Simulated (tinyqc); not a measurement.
Classical Heisenberg spin chain: exact results, Metropolis, heat-bath and over-relaxation steps, and a Monte Carlo run: one step, computed by the program tinyqc. Command: `OMP_NUM_THREADS=1 python tinyqc.py 3130060 3130061 out.jsonl heismc walk`. One thread of a shared host (Intel(R) Xeon(R) Processor @ 2.30GHz), about 0.2 s of CPU time with the checks.

E = -J sum_i s_i . s_(i+1) for unit vectors s_i on an open chain; K = J/(k_B T).

Problem. Finite chain. For N spins, <|sum s|^2>/N = (1 + u)/(1 - u) - 2 u (1 - u^N)/(N (1 - u)^2); the long chain has (1 + u)/(1 - u), chi over the Curie value, and the difference is relative to it.

Inputs (values chosen for the exercise, for a model chain of large moments): temperature T = 163 K; length N of the open chain = 8.

u = 0.6393389

chi over the Curie value = 4.545373

Give: <|sum s|^2>/N; difference from the long chain.

Solution.

<|sum s|^2>/N = 3.351

difference from the long chain = -26.28 %
